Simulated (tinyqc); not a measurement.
Which lattice a d-band metal prefers: Slater-Koster d bands of an fcc metal.

Slater-Koster d bands. For a bond with direction cosines (l, m, n) the 5 x 5 block is dds Ps + ddp Pp + ddd (1 - Ps - Pp), the projectors on sigma, pi and delta states about the bond; for instance <xy|xy> = 3 l^2 m^2 dds + (l^2 + m^2 - 4 l^2 m^2) ddp + (n^2 + l^2 m^2) ddd, <xy|yz> = 3 l m^2 n dds + l n (1 - 4 m^2) ddp + l n (m^2 - 1) ddd and <3z2-r2|3z2-r2> = (n^2 - (l^2 + m^2)/2)^2 dds + 3 n^2 (l^2 + m^2) ddp + (3/4)(l^2 + m^2)^2 ddd. H(k) sums the blocks times cos(k.R) over the neighbours; the d level is the zero of energy; k in 2 pi/a.

Mesh: k = f1 b1 + f2 b2 + f3 b3 with fractions (j + 1/2)/N, j = 0 to N - 1, and b = (-1,1,1), (1,-1,1), (1,1,-1) for fcc, (0,1,1), (1,0,1), (1,1,0) for bcc, unit vectors for simple cubic. The lowest Nd/10 of all levels are filled with two electrons each; the bond energy is their sum per atom.

Values chosen for the exercise (of the size met in Ru; shifted at random, so the results belong to these values and not to a real crystal): dds = -1.021 eV (dd sigma); ddp = 0.674 eV (dd pi); ddd = -0.143 eV (dd delta); f2 = 0.487 (factor for second neighbours in bcc); N = 8 (mesh).

fcc has twelve neighbours, bcc eight and six (the six times f2), simple cubic six. The integrals of bcc and sc are scaled so that all three have the second moment of fcc, which stands for equal repulsion (structural energy difference theorem). s and p electrons are left out.

Bond energy per atom:
```
Nd  fcc (eV)  bcc - fcc (meV)  sc - fcc (meV)
1     -3.661              245              32
2     -6.301              164              94
3     -8.245              -98             394
4     -9.353             -371             567
5     -9.534             -126             511
6     -8.889              338             104
7     -7.527              462            -323
8     -5.554              249            -653
9     -3.007             -144            -622
```

scale factors: bcc 1.1285, sc 1.4142

mu3/mu2^1.5: fcc -0.245, bcc -0.236, sc 0.000

mu4/mu2^2: fcc 1.840, bcc 1.694, sc 2.184

largest change of a difference when N is raised to 14 = 32 meV

fcc is lowest for Nd = 1, 2 and 6. bcc is lowest for Nd = 3, 4 and 5. sc is lowest for Nd = 7, 8 and 9. bcc gains most on fcc at Nd = 4 (-371 meV). A small fourth moment marks a two-peaked band, which tends to favour fillings near one half; bcc has -8 % against fcc, and at Nd = 5 it lies -126 meV from fcc (differences of a few tens of meV are within the error of the mesh; hcp is left out, and this d-only model can miss the lattice of the real metal). The third moments, from three-membered rings, skew the bands. That simple cubic wins anywhere comes from keeping d bands and equal second moments alone; no transition metal takes it. Differences below about 32 meV are within the error of this mesh, and the s and p electrons left out weigh most where the d band is nearly empty or full.

Run: tinyqc, `OMP_NUM_THREADS=1 python tinyqc.py 1480902 1480903 out.jsonl`; Intel(R) Xeon(R) Processor @ 2.30GHz, one thread, shared host; about 0.03 s of CPU time with all checks.
